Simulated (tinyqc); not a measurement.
Inputs raised by 10 %, one at a time: Gupta-type many-body potential for a metal. Computed by tinyqc, a small Python program. Command: `OMP_NUM_THREADS=1 python tinyqc.py 3004608 3004609 out.jsonl gupta sens`. One thread of a shared host (Intel(R) Xeon(R) Processor @ 2.30GHz), about 0.02 s of CPU time with the checks.

E_i = sum_j A exp(-p (r_ij/r0 - 1)) - xi rho_i^gamma, with rho_i = sum_j exp(-2 q (r_ij/r0 - 1)); gamma = 1/2 is the tight-binding second-moment form. The crystal is fcc unless stated; d is the neighbour distance and a fixed number of shells is kept.

Inputs (values chosen for the exercise, modelled on lead):
```
quantity                  value      unit
repulsion A               0.102        eV
hopping xi                0.947        eV
decay p                    9.52         -
decay q                    3.55         -
reference distance r0     3.501  angstrom
shells kept                   3         -
embedding exponent gamma    0.5         -
```

Surface: (111).

Constants: 1 eV/angstrom^3 = 160.2176634 GPa; 1 eV/angstrom^2 = 16.02176634 J/m^2.

Method:
- fcc shells: d sqrt(k), k = 1..5, with 12, 6, 24, 12, 24 atoms; Omega = d^3/sqrt2.
- Equilibrium: dE/dd = 0; B = d^2 E''(d)/(9 Omega).
- Repulsion and density of one neighbour in each shell, and their sums.
- Each neighbour j of the vacancy loses one repulsive term and one density term: E_v = sum_shells count x {-repulsion - xi [(rho - density)^gamma - rho^gamma]}. (The removed atom returns to a bulk-like site, so its own energy cancels.)
- Second derivatives of E/Omega at equilibrium under homogeneous strain: e_xx = h gives C11; e_xx = -e_yy = h gives 2 (C11 - C12); e_xy = e_yx = h/2 gives C44.
- Cut the crystal without relaxation; an atom in layer l keeps the neighbours that lie below the surface plane. Excess = E_i + E_c. Surface energy = sum of excesses over the layers, divided by the area per surface atom: (sqrt3/2) d^2 for (111), d^2 for (100), sqrt2 d^2 for (110).

Runs; columns: (1) input moved; (2) from; (3) to; (4) neighbour distance d (angstrom); (5) vacancy energy E_v (eV); (6) surface energy (J/m^2); (7) Cauchy pressure C12 - C44 (GPa):
```
(1)                                 (2)     (3)    (4)     (5)     (6)    (7)
base run                              -       -  3.490  0.4473  0.2240  26.02
repulsion A (eV)                  0.102  0.1122  3.546  0.4230  0.2040  24.10
hopping xi (eV)                   0.947  1.0417  3.433  0.5204  0.2708  30.91
decay p                            9.52  10.472  3.537  0.5353  0.2492  24.41
decay q                            3.55   3.905  3.436  0.3465  0.1863  33.49
reference distance r0 (angstrom)  3.501  3.8511  3.839  0.4473  0.1851  19.55
embedding exponent gamma            0.5    0.55  3.349  0.6466  0.3513  35.98
```

Exponents ln(y'/y) / ln(x'/x):
```
input                     neighbour distance d  vacancy energy E_v  surface energy  Cauchy pressure C12 - C44
repulsion A                              0.168              -0.587          -0.982                     -0.802
hopping xi                              -0.171               1.587           1.990                      1.807
decay p                                  0.141               1.884           1.120                     -0.672
decay q                                 -0.162              -2.679          -1.936                      2.648
reference distance r0                    1.000               0.000          -2.000                     -3.000
embedding exponent gamma                -0.431               3.866           4.722                      3.401
```

To which inputs is each result most sensitive?

Among the inputs moved here: neighbour distance d answers most in size to reference distance r0 (exponent +1.000), next to embedding exponent gamma (-0.431). Its exponent +1.000 in reference distance r0: r0 is the length scale. Vacancy energy E_v answers most in size to embedding exponent gamma (exponent +3.866), next to decay q (-2.679); its exponent is below 0.0005 for reference distance r0. Surface energy answers most in size to embedding exponent gamma (exponent +4.722), next to reference distance r0 (-2.000). Its exponent -2.000 in reference distance r0: energy over area. Cauchy pressure C12 - C44 answers most in size to embedding exponent gamma (exponent +3.401), next to reference distance r0 (-3.000).
